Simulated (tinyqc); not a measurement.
Empirical pseudopotential in a few plane waves, step by step. One step of it, computed by the program tinyqc.

Task: Levels at k. Diagonalise the Hermitian matrix.

H(k) at k (eV):
```
                     +0+0+0               -1-1-1               -1-1+1               -1+1-1
+0+0+0             1.556937   2.087687+0.817758i  -2.087687+0.817758i  -2.087687+0.817758i
-1-1-1   2.087687-0.817758i            17.319138   0.000000-0.884370i   0.000000-0.884370i
-1-1+1  -2.087687-0.817758i   0.000000+0.884370i            15.977674             0.748313
-1+1-1  -2.087687-0.817758i   0.000000+0.884370i             0.748313            21.511212
-1+1+1  -2.087687+0.817758i            -0.748313   0.000000+0.884370i   0.000000+0.884370i
+1-1-1  -2.087687-0.817758i   0.000000+0.884370i             0.748313             0.748313
+1-1+1  -2.087687+0.817758i            -0.748313   0.000000+0.884370i             0.000000
+1+1-1  -2.087687+0.817758i            -0.748313             0.000000   0.000000+0.884370i
+1+1+1   2.087687+0.817758i             0.000000            -0.748313            -0.748313
-2+0+0   0.000000-0.884370i  -2.087687+0.817758i  -2.087687-0.817758i  -2.087687-0.817758i
+0-2+0   0.000000-0.884370i  -2.087687+0.817758i  -2.087687-0.817758i   0.307862-0.327103i
+0+0-2   0.000000-0.884370i  -2.087687+0.817758i   0.307862-0.327103i  -2.087687-0.817758i
+0+0+2   0.000000+0.884370i  -0.307862-0.327103i   2.087687+0.817758i  -0.307862+0.327103i
+0+2+0   0.000000+0.884370i  -0.307862-0.327103i  -0.307862+0.327103i   2.087687+0.817758i
+2+0+0   0.000000+0.884370i  -0.307862-0.327103i  -0.307862+0.327103i  -0.307862+0.327103i

                     -1+1+1               +1-1-1               +1-1+1               +1+1-1
+0+0+0  -2.087687-0.817758i  -2.087687+0.817758i  -2.087687-0.817758i  -2.087687-0.817758i
-1-1-1            -0.748313   0.000000-0.884370i            -0.748313            -0.748313
-1-1+1   0.000000-0.884370i             0.748313   0.000000-0.884370i             0.000000
-1+1-1   0.000000-0.884370i             0.748313             0.000000   0.000000-0.884370i
-1+1+1            20.169748             0.000000             0.748313             0.748313
+1-1-1             0.000000             8.096573   0.000000-0.884370i   0.000000-0.884370i
+1-1+1             0.748313   0.000000+0.884370i             6.755109             0.748313
+1+1-1             0.748313   0.000000+0.884370i             0.748313            12.288648
+1+1+1   0.000000+0.884370i            -0.748313   0.000000+0.884370i   0.000000+0.884370i
-2+0+0   2.087687-0.817758i   0.307862-0.327103i  -0.307862-0.327103i  -0.307862-0.327103i
+0-2+0  -0.307862-0.327103i  -2.087687-0.817758i   2.087687-0.817758i  -0.307862-0.327103i
+0+0-2  -0.307862-0.327103i  -2.087687-0.817758i  -0.307862-0.327103i   2.087687-0.817758i
+0+0+2  -2.087687+0.817758i  -0.307862+0.327103i  -2.087687+0.817758i   0.307862+0.327103i
+0+2+0  -2.087687+0.817758i  -0.307862+0.327103i   0.307862+0.327103i  -2.087687+0.817758i
+2+0+0   0.307862+0.327103i   2.087687+0.817758i  -2.087687+0.817758i  -2.087687+0.817758i

                     +1+1+1               -2+0+0               +0-2+0               +0+0-2
+0+0+0   2.087687-0.817758i   0.000000+0.884370i   0.000000+0.884370i   0.000000+0.884370i
-1-1-1             0.000000  -2.087687-0.817758i  -2.087687-0.817758i  -2.087687-0.817758i
-1-1+1            -0.748313  -2.087687+0.817758i  -2.087687+0.817758i   0.307862+0.327103i
-1+1-1            -0.748313  -2.087687+0.817758i   0.307862+0.327103i  -2.087687+0.817758i
-1+1+1   0.000000-0.884370i   2.087687+0.817758i  -0.307862+0.327103i  -0.307862+0.327103i
+1-1-1            -0.748313   0.307862+0.327103i  -2.087687+0.817758i  -2.087687+0.817758i
+1-1+1   0.000000-0.884370i  -0.307862+0.327103i   2.087687+0.817758i  -0.307862+0.327103i
+1+1-1   0.000000-0.884370i  -0.307862+0.327103i  -0.307862+0.327103i   2.087687+0.817758i
+1+1+1            10.947184  -0.307862-0.327103i  -0.307862-0.327103i  -0.307862-0.327103i
-2+0+0  -0.307862+0.327103i            27.547800             0.748313             0.748313
+0-2+0  -0.307862+0.327103i             0.748313            14.133161             0.748313
+0+0-2  -0.307862+0.327103i             0.748313             0.748313            19.666699
+0+0+2  -2.087687-0.817758i            -0.748313            -0.748313             0.000000
+0+2+0  -2.087687-0.817758i            -0.748313             0.000000            -0.748313
+2+0+0  -2.087687-0.817758i             0.000000            -0.748313            -0.748313

                     +0+0+2               +0+2+0               +2+0+0
+0+0+0   0.000000-0.884370i   0.000000-0.884370i   0.000000-0.884370i
-1-1-1  -0.307862+0.327103i  -0.307862+0.327103i  -0.307862+0.327103i
-1-1+1   2.087687-0.817758i  -0.307862-0.327103i  -0.307862-0.327103i
-1+1-1  -0.307862-0.327103i   2.087687-0.817758i  -0.307862-0.327103i
-1+1+1  -2.087687-0.817758i  -2.087687-0.817758i   0.307862-0.327103i
+1-1-1  -0.307862-0.327103i  -0.307862-0.327103i   2.087687-0.817758i
+1-1+1  -2.087687-0.817758i   0.307862-0.327103i  -2.087687-0.817758i
+1+1-1   0.307862-0.327103i  -2.087687-0.817758i  -2.087687-0.817758i
+1+1+1  -2.087687+0.817758i  -2.087687+0.817758i  -2.087687+0.817758i
-2+0+0            -0.748313            -0.748313             0.000000
+0-2+0            -0.748313             0.000000            -0.748313
+0+0-2             0.000000            -0.748313            -0.748313
+0+0+2            16.983772             0.748313             0.748313
+0+2+0             0.748313            22.517310             0.748313
+2+0+0             0.748313             0.748313             9.102671
```

Give: eigenvalues.

Result:

eigenvalues (eV): -2.5680  4.8785  6.7156  7.3496  11.7016  12.8697  13.3470  14.6791  16.3522  18.1461  20.1859  21.9001  23.4646  24.9094  30.6421
